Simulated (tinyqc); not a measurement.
Worked calculation: thin-film optics by transfer matrices. Values are carried at full precision from step to step, so a last printed digit may differ when a step is redone from the rounded ones.

Indices N = n + i k. Snell: N0 sin(theta) = N_j sin(theta_j), with Im(N_j cos theta_j) >= 0. Admittance y_j = N_j cos theta_j for s and N_j/cos theta_j for p. Phase delta_j = 2 pi N_j cos theta_j d_j/lambda. Layer matrix [[cos delta, -i sin delta/y], [-i y sin delta, cos delta]], multiplied from the top down to M. (B, C) = M (1, y_sub); r = (y0 B - C)/(y0 B + C), R = |r|^2, T = 4 Re y0 Re y_sub/|y0 B + C|^2, absorbed in the films 1 - R - T.

Inputs chosen for the exercise (indices near those of resist, ARC on Si; shifted at random, so the results belong to these values and not to a real crystal):
```
symbol  value                 unit     meaning
lam     633                   nm       vacuum wavelength
n0      1                              ambient index
n       (1.617, 1.68, 3.946)           n of resist, ARC, substrate
k       (0, 0.019, 0.02)               k in the same order
d       (164, 36)             nm       thicknesses, top first
theta   65                    degrees  angle of incidence
pol     p                              polarisation
```

## Angles, admittances and phases

Form cos theta_j, y_j and delta_j.

cos theta_j: ambient 0.4226, film 1 0.8282, film 2 0.8421+0.0039i, substrate 0.9733+0.0003i

y_j: ambient 2.3662, film 1 1.9525, film 2 1.9951+0.0133i, substrate 4.0544+0.0194i

delta_j (rad): film 1 2.1799, film 2 0.5055+0.0081i

## Layer matrices and their product

Form each matrix and multiply from the top down.

matrix of film 1:
```
          1         2
1   -0.5722  -0.4200i
2  -1.6013i   -0.5722
```

matrix of film 2:
```
                1               2
1  0.8750-0.0039i  0.0019-0.2427i
2  0.0205-0.9661i  0.8750-0.0039i
```

M:
```
                 1                2
1  -0.9064-0.0064i  -0.0027-0.2286i
2  -0.0180-0.8483i  -0.8893-0.0008i
```

Each matrix has determinant 1, and so has M.

## Reflection and transmission

Close the stack on the substrate.

B, C: -0.9131-0.9334i  -3.6236-0.8690i

r = -0.1011+0.2854i
R = 0.0917
T into the substrate = 0.8939
absorbed in the films = 0.0144

The bare substrate would reflect 0.0691.

## Ellipsometric angles

Ellipsometry: rho = tan(Psi) exp(i Delta) = -conj(r_p/r_s) with the r of the admittance formula, Delta in 0 to 360 degrees, so that a bare dielectric at small angles gives Delta = 180.

Repeat the steps for both polarisations.

r_s = -0.7294+0.2137i
r_p = -0.1011+0.2854i
Psi = 21.72 degrees
Delta = 234.16 degrees

## Checks

- R against the recursion of Airy sums from the substrate up: both 0.091673.

(tinyqc, `OMP_NUM_THREADS=1 python tinyqc.py 1682372 1682373 out.jsonl`, Intel(R) Xeon(R) Processor @ 2.30GHz, 1 thread, shared host, about 0.01 s.)
